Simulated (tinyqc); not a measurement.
Changing the total pressure p: chemical vapour deposition: Grove model, boundary layer, depletion and step coverage. Computed by tinyqc, a small Python program. Command: `OMP_NUM_THREADS=1 python tinyqc.py 3005430 3005431 out.jsonl cvd sweep`. One thread of a shared host (Intel(R) Xeon(R) Processor @ 2.30GHz), about 0.02 s of CPU time with the checks.

A precursor diffuses to the surface and reacts there at first order; each molecule that reacts adds one formula unit of film.

Inputs (values chosen for the exercise, close to those used for epitaxial silicon from a chlorosilane):
```
quantity,value,unit
prefactor k0 of k_s,1.4e+07,cm/s
activation energy E,1.83,eV
temperature T,1050,C
mole fraction of the precursor Y,0.0083,-
gas diffusivity D0 at 273.15 K and 760 torr,0.46,cm^2/s
film density N,5e+22,formula units/cm^3
precursor mass M,101,u
trench width w,0.26,um
aspect ratio of the trench,4.9,-
gas velocity U,9.7,cm/s
kinematic viscosity nu0 at 273.15 K and 760 torr,0.94,cm^2/s
susceptor length L,30,cm
channel height b,7.9,cm
```

Reactor: horizontal, reduced pressure.

Constants: k_B = 1.380649e-23 J/K; u = 1.6605390666e-27 kg; k_B = 8.617333262e-05 eV/K.

Method:
- k_s = k0 exp(-E/(k_B T)); C_g = Y p/(k_B T), 1 torr = 133.322 Pa; D = D0 (T/273.15)^1.75 (760/p).
- Temperatures in kelvin are T(C) + 273.15.
- Mean speed c = sqrt(8 k_B T/(pi M)); reactive sticking probability beta = 4 k_s/c.
- nu = nu0 (T/273.15)^1.75 (760/p); Re = U L/nu; mean boundary layer delta = (2/3) L/sqrt(Re), at most b/2; h_g = D/delta.
- Fluxes in series: C_s = C_g/(1 + k_s/h_g); growth rate G = k_s h_g/(k_s + h_g) C_g/N; 1 cm/s = 6e8 nm/min.
- Plug flow: U b dC/dx = -k_eff C with k_eff = k_s h_g/(k_s + h_g), so C falls as exp(-k_eff x/(U b)); the used share of the precursor is 1 - C(L)/C(0).
- In a long trench of width w and depth l = aspect ratio x w: Knudsen diffusivity D_K = (2w) c/3 (hydraulic diameter 2w), combined as 1/D_e = 1/D_K + 1/D; D_e d2C/dz2 = 2 k_s C/w with D_e dC/dz = -k_s C at the floor. With m = sqrt(2 k_s/(w D_e)): C(floor)/C(top) = 1/[cosh(m l) + (k_s/(D_e m)) sinh(m l)].

One run for each value:
```
total pressure p (torr),growth rate G at the inlet (nm/min),rate at the outlet over rate at the inlet,step coverage,gas diffusivity D (cm^2/s)
1.4,1.5,0.5566,0.9988,3950
2.6,2.8,0.5570,0.9988,2127
5.0,5.4,0.5578,0.9988,1106
9.7,10.5,0.5594,0.9988,570
19.0,20.3,0.5626,0.9988,291
36.0,37.8,0.5683,0.9988,154
70.0,71.0,0.5793,0.9988,79
140.0,132.7,0.6003,0.9987,39
```

What does the table show, and why?

Over the rows, growth rate G at the inlet (nm/min) rises from 1.52 to 133 (exponent d ln y / d ln x 1.00 between the first rows and 0.90 between the last); rate at the outlet over rate at the inlet rises from 0.557 to 0.600 (exponent d ln y / d ln x 0.0012 between the first rows and 0.051 between the last); step coverage falls from 0.998767 to 0.998739. At the low end the exponent of growth rate G at the inlet is 1.00, close to 1: reaction control: C_g is proportional to p.

Caution (all rows): the boundary layer is capped at b/2, so U, L and nu no longer affect h_g. Caution (all rows): the hydraulic-diameter form of D_K is rough for a slit.
